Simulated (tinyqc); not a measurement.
Weibull analysis of times to dielectric breakdown, with area scaling: one step of the calculation.

Breakdown times follow F(t) = 1 - exp(-(t/t63)^beta). The 9 times below were drawn at random from beta = 2.3, t63 = 25 s and are treated as data; all samples failed.

Problem. Likelihood estimate of beta. Maximum likelihood: a(beta) = 1/beta with a = sum t^beta ln t/sum t^beta - mean ln t. Newton step: beta(new) = beta - [a - 1/beta]/[v + 1/beta^2], v the variance of ln t under the weights t^beta.

t, i 1 to 9 (s): [8.42, 8.69, 15.7, 17.1, 19.9, 21.9, 22, 22.7, 27.6]
beta after iteration 1 = 3.2436739

Wanted: beta after iteration 2.

Solution.

beta after iteration 2 = 3.486

Program tinyqc, `OMP_NUM_THREADS=1 python tinyqc.py 2070004 2070005 out.jsonl`; Intel Xeon 2.30GHz, shared host, one thread, about 0.01 s.
